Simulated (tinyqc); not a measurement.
Inside a calculation. Model: deep-level transient spectroscopy.

Numbers from tinyqc (`OMP_NUM_THREADS=1 python tinyqc.py 2050019 2050020 out.jsonl`; about 0.01 s on one thread of a shared Intel Xeon 2.30GHz). Printed values are rounded.

Schottky contact on an n-type layer with shallow donors Nd (all ionised) and a donor-like deep trap, neutral when filled and positive when empty; depletion approximation. Traps within lam of the depletion edge stay filled. A long pulse to Vp fills the traps beyond x1 = Wp - lam; back at Vr those between x1 and x2 = Wr - lam emit. A rate window reads S = C(t2) - C(t1).

Values chosen for this exercise; material values close to those of gallium nitride: relative permittivity eps_r = 9.69; conduction-band density of states at 300 K Nc = 2.33e18 cm^-3; thermal velocity at 300 K vth = 2.6e7 cm/s; shallow donor density Nd = 3.9e15 cm^-3; built-in voltage Vbi = 1.33 V; depth of the trap below the conduction edge Et = 0.11 eV; capture cross-section sn = 2.3e-15 cm^2; trap density Nt = 6.2e13 cm^-3; reverse bias Vr = 8.8 V; reverse bias during the filling pulse Vp = 0 V; first sampling time t1 = 0.5 ms; second sampling time t2 = 1.25 ms; temperature of the transient T = 78 K; field at the trap F = 130 kV/cm.

Constants: q = 1.602176634e-19 C, kB = 1.380649e-23 J/K, eps0 = 8.8541878128e-14 F/cm where lengths are in cm. Results are converted to the units shown.

Range of the model: Below about 110 K shallow donors begin to freeze out, which the model ignores.

## Emission rate and rate window

Emission rate en = sn vth(T) Nc(T) exp(-Et/kB T) = sn g T^2 exp(-Et/kB T), g = vth Nc/(300 K)^2, as vth goes as T^0.5 and Nc as T^1.5 (degeneracy factor 1). For an exponential transient S peaks where en = ew = ln(t2/t1)/(t2 - t1).

g = 6.73111e20 cm^-2 s^-1 K^-2
en = 735.571 1/s
1/en = 1.35949 ms
ew = 1221.72 1/s

## Widths

lam = sqrt(2 eps0 eps_r (EF - ET)/(q Nd)), EF - ET = Et - (kB T/q) ln(Nc(T)/Nd), Nc(T) = Nc (T/300 K)^1.5. In the steady state at the band bending V, 2 eps0 eps_r V/q = Nd W^2 + Nt (W - lam)^2 (the second term only if W > lam). V = Vbi + Vr gives Wr and V = Vbi + Vp gives Wp; x1 = max(Wp - lam, 0).

lam = 148.788 nm
Wr = 1657.02 nm
Wp = 601.648 nm
x1 = 452.860 nm
x2 = 1508.23 nm
G = (x2^2 - x1^2)/Wr^2 = 0.753786

The rule Nt = 2 Nd |dC|/C assumes G = 1 and would understate Nt by a factor of about 1/G = 1.33 here (the limit of small Nt/Nd).

## The transient

| sample | t (ms) |
|---|---|
| 0 | 0 |
| 1 | 0.25 |
| 2 | 0.5 |
| 3 | 0.875 |
| 4 | 1.25 |
| 5 | 2.5 |
| 6 | 6.25 |

W(t)^2 = Wr^2 + (Nt/Nd)(x2^2 - x1^2) exp(-en t), C = eps0 eps_r/W; for small Nt, dC/C = -(Nt/2 Nd) G exp(-en t) with G = (x2^2 - x1^2)/Wr^2. S = C(t2) - C(t1).

| sample | C (nF/cm^2) | C - C(final) (pF/cm^2) |
|---|---|---|
| 0 | 5.14705 | -30.7474 |
| 1 | 5.15218 | -25.6209 |
| 2 | 5.15646 | -21.3438 |
| 3 | 5.16158 | -16.2227 |
| 4 | 5.16547 | -12.3259 |
| 5 | 5.17288 | -4.9253 |
| 6 | 5.17749 | -0.3127 |

S = 9.01785 pF/cm^2

## Step 1: peak temperature

T at the start = 300 K

Fixed-point step for en(T) = ew: T(new) = (Et q/kB)/ln(sn g T^2/ew), g = vth Nc/(300 K)^2.

T after step 1 = 68.8060 K

## Course of the iteration for the peak temperature

Start from 300 K; stop when T changes by less than 1e-8 K.

Course of the iteration:

| step | T (K) | change (K) |
|---|---|---|
| 1 | 68.8060 | 231 |
| 2 | 81.7893 | 13.0 |
| 3 | 80.0169 | 1.77 |
| 4 | 80.2372 | 0.220 |
| 5 | 80.2095 | 0.0277 |
| 6 | 80.2130 | 3.49e-3 |
| 7 | 80.2126 | 4.38e-4 |
| 8 | 80.2126 | 5.50e-5 |
| 9 | 80.2126 | 6.92e-6 |
| 10 | 80.2126 | 8.69e-7 |
| 11 | 80.2126 | 1.09e-7 |
| 12 | 80.2126 | 1.37e-8 |
| 13 | 80.2126 | 1.73e-9 |

Converged in 13 steps; each multiplies the error by -2 kB T/Et = -0.13.

## Poole-Frenkel lowering

A Coulomb centre of charge +q (when empty) in the field F lowers its barrier by dE = sqrt(q F/(pi eps0 eps_r)) along the field. One-dimensional rate: en exp(b), b = dE/kB T; three-dimensional (Hartke): en {[1 + (b - 1) exp(b)]/b^2 + 1/2}.

dE = 87.9054 meV
b = 13.0782
rate, one-dimensional = 3.51898e8 1/s
rate, three-dimensional = 2.48502e7 1/s

The one-dimensional form is 14.2 times the three-dimensional one, which counts the directions in which the barrier is lowered less or not at all.
